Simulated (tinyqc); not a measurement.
Inside a calculation. Method: plane-wave Kohn-Sham cycle with exchange-only LDA in a layered model solid. One step of it, computed by the program tinyqc.

Problem. Iteration 1: potential. V_H(G) = 4 pi rho(G)/G^2 for G != 0 (uniform background); v_x = -(3 rho/pi)^(1/3); V = V_ext + V_H + v_x; Fourier components f(G_m) = (1/N) sum_j f(x_j) exp(-i G_m x_j).

A solid whose potential varies along x alone (atomic units):
```
parameter,value
period a,11.600000
cross-section of the cell,22.000000
electrons per cell,4
grid points,16
"plane waves -n..n, n",2
k points,4
V1 in V1 cos(2 pi x/a),-0.610000
V2 in V2 cos(4 pi x/a),-0.010000
```

density at the start, on the grid x_j = j a/N (e/bohr^3): 0.01567398  0.01567398  0.01567398  0.01567398  0.01567398  0.01567398  0.01567398  0.01567398  0.01567398  0.01567398  0.01567398  0.01567398  0.01567398  0.01567398  0.01567398  0.01567398

Give: Potentials on the grid; V(G_m), m = 0, 1, 2, ....

Solution.

Potentials on the grid (hartree):
```
x,V_ext,V_H,v_x,V
0.0000,-0.6200,0.0000,-0.2464,-0.8664
0.7250,-0.5706,0.0000,-0.2464,-0.8171
1.4500,-0.4313,0.0000,-0.2464,-0.6778
2.1750,-0.2264,0.0000,-0.2464,-0.4728
2.9000,0.0100,0.0000,-0.2464,-0.2364
3.6250,0.2405,0.0000,-0.2464,-0.0059
4.3500,0.4313,0.0000,-0.2464,0.1849
5.0750,0.5565,0.0000,-0.2464,0.3101
5.8000,0.6000,0.0000,-0.2464,0.3536
6.5250,0.5565,0.0000,-0.2464,0.3101
7.2500,0.4313,0.0000,-0.2464,0.1849
7.9750,0.2405,0.0000,-0.2464,-0.0059
8.7000,0.0100,0.0000,-0.2464,-0.2364
9.4250,-0.2264,0.0000,-0.2464,-0.4728
10.1500,-0.4313,0.0000,-0.2464,-0.6778
10.8750,-0.5706,0.0000,-0.2464,-0.8171
```

V(G_m), m = 0, 1, 2, ... (hartree): -0.2464  -0.3050  -0.0050  0.0000  0.0000
